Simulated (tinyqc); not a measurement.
MOS capacitor on a p-type substrate, surface potential from the exact charge relation: one step of the calculation.

Uniform p-type substrate, Boltzmann statistics, full ionisation, classical densities. psi is the surface potential against the body (positive when the bands bend down) and u = psi/Vt. Traps are spread evenly over the gap and neutral at flat band, so their charge is -q Dit psi; the minority quasi-Fermi level is shifted by Vb.

Problem. Newton step for the surface potential. u = psi/Vt; F^2 = exp(-u) + u - 1 + r (exp(u) - u - 1); Qs = -sign(u) Q0 F; Cs = -dQs/dpsi = (Q0/Vt) |1 - exp(-u) + r (exp(u) - 1)|/(2 F). f = Vfb + psi + (q Dit psi - Qs)/Cox - Vg, f' = 1 + (Cs + q Dit)/Cox, psi(new) = psi - f/f'.

Values chosen for this exercise; band and dielectric values those of a made-up semiconductor:
- T = 300 K (temperature)
- Dit = 0 cm^-2 eV^-1 (density of interface traps)
- Vg = 0.87 V (gate voltage against the body)

Constants: q = 1.602176634e-19 C, kB = 1.380649e-23 J/K, Vt = kB T/q. Results are converted to the units shown.

psi at the start = 0.73329149 V
Cox = 0.40895280 uF/cm^2
Vfb = -0.64045713 V
Q0 = 30.876630 nC/cm^2
r = 2.6207343e-11

Give: u; F; Qs; Cs; f; f'; psi after iteration 1.

Solution.

u = 28.365
F = 9.0533
Qs = -279.54 nC/cm^2
Cs = 3.6674 uF/cm^2
f = -0.093622 V
f' = 9.9678
psi after iteration 1 = 0.74268 V

Computed by the program tinyqc: `OMP_NUM_THREADS=1 python tinyqc.py 2060127 2060128 out.jsonl`, one thread of a shared Intel Xeon 2.30GHz, about 0.01 s for the whole run.
